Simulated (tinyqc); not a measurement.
Inside a calculation. Model: global model of a low-pressure process discharge: electron temperature, density, ion flux and ion energy. Computed by tinyqc, a small Python program that keeps every step. Command: `OMP_NUM_THREADS=1 python tinyqc.py 3112751 3112752 out.jsonl plasma walk`. One thread of a shared host (Intel(R) Xeon(R) Processor @ 2.30GHz), about 0.01 s of CPU time with the checks. Intermediate numbers are printed to about 6 digits and carried at full precision; extremes and crossings named in words are read from the listed rows.

Maxwellian electrons with temperature T_e in eV, one positive ion, no negative ions, uniform bulk density n; rate constants have the Arrhenius form.

Inputs (values chosen for the exercise, of the order of those of an inductive discharge in a simple atomic gas):
```
quantity                     value   unit
ion mass M                      32      u
ionisation prefactor K0    2.9e-14  m^3/s
ionisation energy E_iz        14.6     eV
ion-neutral cross section  9.2e-19    m^2
pressure p                     8.3     Pa
gas temperature T_g            400      K
radius R                       8.9     cm
height L                        17     cm
mixing                           1      -
```

Constants: k_B = 1.380649e-23 J/K; e = 1.602176634e-19 C; u = 1.6605390666e-27 kg.

## Geometry factors

n_g = p/(k_B T_g); lambda_i = 1/(n_g sigma); h_L = 0.86/sqrt(3 + L/(2 lambda_i)), h_R = 0.8/sqrt(4 + R/lambda_i); A_eff = 2 pi R^2 h_L + 2 pi R L h_R; d_eff = pi R^2 L/A_eff.

gas density n_g = 1.50292e+21 1/m^3

ion mean free path = 0.0723232 cm

h_L = 0.0783347

h_R = 0.0709721

A_eff = 106.456 cm^2

d_eff = 39.7383 cm

Caution: at so short an ion path the formulas for h_L and h_R give way to the ambipolar-diffusion limit.

## A fixed-point cycle for T_e

Particle balance: K0 exp(-E_iz/T_e) n_g d_eff = u_B, u_B = sqrt(e T_e/M). Cycle: T_out = T sqrt(loss/creation) with loss/creation = u_B/(K0 exp(-E_iz/T) n_g d_eff); T -> T + mixing (T_out - T), kept between 0.3 and 60 eV, from 3 eV; stop at |T_out - T| < 1e-9 eV or after 60 steps.

Course:
```
step   T (eV)   T_out (eV)  residual (eV)
0      3.0000  4.50549e-01   -2.54945e+00
1      0.4505  4.02141e+04    4.02136e+04
2     60.0000  1.88836e+00   -5.81116e+01
3      1.8884  1.05816e+00   -8.30197e-01
4      1.0582  1.06496e+01    9.59147e+00
5     10.6496  3.82314e-01   -1.02673e+01
6      0.3823  5.90341e+05    5.90340e+05
...       ...          ...            ...
53     1.8884  1.05816e+00   -8.30197e-01
54     1.0582  1.06496e+01    9.59147e+00
55    10.6496  3.82314e-01   -1.02673e+01
56     0.3823  5.90341e+05    5.90340e+05
57    60.0000  1.88836e+00   -5.81116e+01
58     1.8884  1.05816e+00   -8.30197e-01
59     1.0582  1.06496e+01    9.59147e+00
```

last residual = 9.59147 eV

Not converged in 60 steps: the residual wanders without falling. The slope of T_out at the root is 5/4 - E_iz/(2 T_e), and the cycle needs |1 + mixing (slope - 1)| < 1.

Reruns converge with mixing = 0.3; or with mixing = 0.15.
